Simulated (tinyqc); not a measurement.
Thermal stress and diffusional relaxation in a metal film: Coble and Nabarro-Herring creep, cooling and holds: one step, computed by the program tinyqc. Command: `OMP_NUM_THREADS=1 python tinyqc.py 3028724 3028725 out.jsonl creep walk`. One thread of a shared host (Intel(R) Xeon(R) Processor @ 2.30GHz), about 0.08 s of CPU time with the checks.

A thin film on a rigid substrate is stress-free at T0. Tension is positive and the film creeps linearly: d sigma/dt = -M (mismatch) dT/dt - sigma/tau.

Problem. Stress after cooling to room temperature. Creep rate per stress: Nabarro-Herring 14 D Omega/(k_B T d^2), Coble (14 pi) delta D_b Omega/(k_B T d^3), with D = D0 exp(-E/(k_B T)), delta D_b = (delta D_b)0 exp(-E_b/(k_B T)); 1/tau = M x (sum of both)/2 (biaxial strain rate is half the uniaxial one). Temperatures in kelvin are T(C) + 273.15. Cooling from T0 at the constant rate: d sigma/dT = -slope + sigma/(tau(T) x rate), integrated to 25 C (stiff solver, tolerance 1e-9). Effective stress-free temperature T_eff = 25 C + sigma/slope.

Inputs (values chosen for the exercise, modelled on copper films on silicon):
```
quantity                           value        unit
biaxial modulus M                    184         GPa
atomic volume Omega                 11.8  angstrom^3
lattice prefactor D0             2.1e-05       m^2/s
lattice energy E                    2.04          eV
boundary prefactor (delta D_b)0  5.7e-15       m^3/s
boundary energy E_b                 1.05          eV
grain size d                        0.78          um
stress-free temperature T0           350           C
hold temperature T                   170           C
cooling rate                           1       C/min
yield stress                         250         MPa
```

thermoelastic slope = 2.5208 MPa/K

Constants: k_B = 1.380649e-23 J/K; k_B = 8.617333262e-05 eV/K.

Give: stress at 25 C; effective stress-free temperature.

Solution.

stress at 25 C = 440.0 MPa

effective stress-free temperature = 199.5 C

Creep during cooling removes 46.3 % of the elastic value. Caution: the elastic stress exceeds the yield stress, so dislocation glide would cap it first. Caution: bulk creep laws overstate relaxation in a bonded film, and dislocation glide would cap stresses above the yield stress.
